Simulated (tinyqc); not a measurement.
Bloch-Grueneisen resistivity of a metal: one step, computed by the program tinyqc.

Electrons scatter from a Debye spectrum of phonons (n = 5 for scattering within one band, n = 3 for scattering into a second, heavy band) and from static defects.

Question. Total resistivity and derived numbers. J_n(y) = int_0^y x^n e^x/(e^x - 1)^2 dx, by 96 Gauss-Legendre points (upper limit at most 60). rho_ph = (n - 1) rho_1 (T/Theta)^n J_n(Theta/T), with rho_1 = 2 pi lambda_tr k_B Theta/(hbar eps_0 w_p^2), the high-temperature line at T = Theta. rho = rho_0 + A T^2 + rho_ph. Temperature coefficient (1/rho) d rho/dT by a central difference of +/- 0.5 K; residual ratio rho(295 K)/rho(4.2 K); scattering time tau = 1/(eps_0 w_p^2 rho); Wiedemann-Franz kappa = L_0 T/rho, L_0 = (pi^2/3)(k_B/e)^2.

Inputs (values chosen for the exercise, modelled on molybdenum): exponent n = 5; Debye temperature Theta = 362 K; transport coupling lambda_tr = 0.38; Drude plasma energy hbar w_p = 8.8 eV; residual resistivity rho_0 = 1.2 microohm cm; temperature T = 77 K; coefficient A of T^2 = 1.3 picoohm cm/K^2.

Addition: T^2 term.

Constants: k_B = 1.380649e-23 J/K; hbar = 1.054571817e-34 J s; eps_0 = 8.8541878128e-12 F/m; hbar = 6.582119569e-16 eV s; k_B = 8.617333262e-05 eV/K.

Give: resistivity rho; temperature coefficient; residual resistance ratio; scattering time; Wiedemann-Franz conductivity.

Answer.

resistivity rho = 1.754 microohm cm

temperature coefficient = 11.14 1e-3/K

residual resistance ratio = 5.565

scattering time = 36.02 fs

Wiedemann-Franz conductivity = 107.2 W/(m K)
